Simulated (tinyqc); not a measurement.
Inside a calculation. Method: Born-Oppenheimer dynamics on the RHF/6-31g surface (energies and gradients from PySCF), for H3-, spin multiplicity 1. The basis has no diffuse functions, so it cannot describe the extra electron: this is an exercise in the method, not the real anion. Computed by tinyqc, a small Python program that keeps every step (integrals from PySCF). Settings: charge = -1, multiplicity = 1, basis = 6-31g, time step (fs) = 0.5, steps = 16. Command: `OMP_NUM_THREADS=1 python tinyqc.py 22369 22370 out.jsonl` (the two numbers bound the seeds that draw the settings). One thread of a shared host (Intel(R) Xeon(R) Processor @ 2.60GHz), about 0.7 s of CPU time with the checks.

positions (bohr), order 1H, 2H, 3H:
$$\begin{pmatrix}
0.09827 & -0.03024 & -0.04913 \\
0.05291 & -0.07181 & 1.54013 \\
0.12283 & 0.06425 & -1.52501
\end{pmatrix}$$

The total energy should stay constant up to terms of order dt^2; the step counts as short enough if it moves by less than 2 % of the largest kinetic energy.

Trajectory:
```
time (fs)  1H-2H (angstrom)  potential (hartree)  kinetic (hartree)  total (hartree)
0.00000             0.84163           -1.5073076          0.0000439       -1.5072636
0.50000             0.84827           -1.5103894          0.0030549       -1.5073346
1.00000             0.86630           -1.5188960          0.0113862       -1.5075098
1.50000             0.89463           -1.5300986          0.0224088       -1.5076898
2.00000             0.93156           -1.5410590          0.0332538       -1.5078052
2.50000             0.97501           -1.5497032          0.0418597       -1.5078435
3.00000             1.02275           -1.5550997          0.0472743       -1.5078254
3.50000             1.07266           -1.5572126          0.0494342       -1.5077784
4.00000             1.12287           -1.5565162          0.0487932       -1.5077230
4.50000             1.17179           -1.5536815          0.0460106       -1.5076709
5.00000             1.21813           -1.5493865          0.0417595       -1.5076270
5.50000             1.26084           -1.5442263          0.0366340       -1.5075923
6.00000             1.29907           -1.5386860          0.0311201       -1.5075658
6.50000             1.33209           -1.5331446          0.0255986       -1.5075460
7.00000             1.35928           -1.5278923          0.0203611       -1.5075311
7.50000             1.38010           -1.5231502          0.0156303       -1.5075199
8.00000             1.39402           -1.5190892          0.0115781       -1.5075111
```

Is the time step short enough?

Yes. The total energy moves within 5.8e-04 hartree, under 2 % of the largest kinetic energy.
